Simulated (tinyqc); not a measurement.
Self-consistent Fermi level with native defects, at growth and after a quench: one step, computed by the program tinyqc. Command: `OMP_NUM_THREADS=1 python tinyqc.py 3024648 3024649 out.jsonl scfermi walk`. One thread of a shared host (Intel(R) Xeon(R) Processor @ 2.30GHz), about 0.05 s of CPU time with the checks.

Energies are counted from the top of the valence band (VBM); when the gap shrinks with temperature the conduction band moves and the levels stay. The added dopant is taken as fully ionised. D and A draw on one reservoir with opposite signs, as the two vacancies of a compound do.

Problem. After the quench to T. E_g(T) = E_g - slope x max(0, T - 300 K). N_c = 2 M_c (2 pi m_e k_B T/h^2)^(3/2) and N_v = 2 (2 pi m_h k_B T/h^2)^(3/2), masses in units of m_0. n = N_c F_1/2((E_F - E_g)/k_B T), p = N_v F_1/2(-E_F/k_B T). F_1/2(eta) = (2/sqrt(pi)) int_0^infinity sqrt(x)/(1 + exp(x - eta)) dx, by the trapezoid rule in t = sqrt(x) with step 0.02 up to t = 12 (for eta < -12 by exp(eta) - exp(2 eta)/2^(3/2)). After a quench the totals of D and A stay as grown, and each is shared among its charge states with weights exp(-(E_f(q, 0) + q E_F)/k_B T). Net charge = p - n + sum q c_q + N_X; the log ratio is ln(positive charge/negative charge). E_F is the root of the log ratio, by 50 bisections between -0.5 eV and E_g + 0.5 eV.

Inputs (values chosen for the exercise, for a model semiconductor):
```
quantity                      value   unit
gap E_g at 300 K               1.57     eV
slope -dE_g/dT above 300 K   0.0002   eV/K
electron mass m_e            0.0707    m_0
valleys M_c                       1      -
hole mass m_h                 0.499    m_0
dopant density N_X          2.3e+18  cm^-3
growth temperature T_g         1180      K
temperature of use T            300      K
```

Added shallow dopant: donor.

total D = 4.146080e+17 cm^-3

total A = 9.372825e+17 cm^-3

E_f(q, E_F = 0) (eV): D(+2) -0.6040, D(+1) 0.2560, D(0) 1.1820, A(0) 2.6600, A(-1) 2.7035, A(-2) 3.4725

Constants: m_0 = 9.1093837015e-31 kg; k_B = 1.380649e-23 J/K; h = 6.62607015e-34 J s; k_B = 8.617333262e-05 eV/K.

Give: E_F after the quench; n after the quench; p after the quench; Frozen defects.

Solution.

E_F after the quench = 1.575 eV

n after the quench = 4.254e+17 cm^-3

p after the quench = 3.020e-08 cm^-3

Frozen defects:
```
state  c (cm^-3)  share of its total
D(+2)  4.871e-06           1.175e-23
D(+1)  5.093e+06           1.228e-11
D(0)   4.146e+17           1.000e+00
A(0)   4.873e-22           5.199e-40
A(-1)  2.653e+04           2.831e-14
A(-2)  9.373e+17           1.000e+00
```
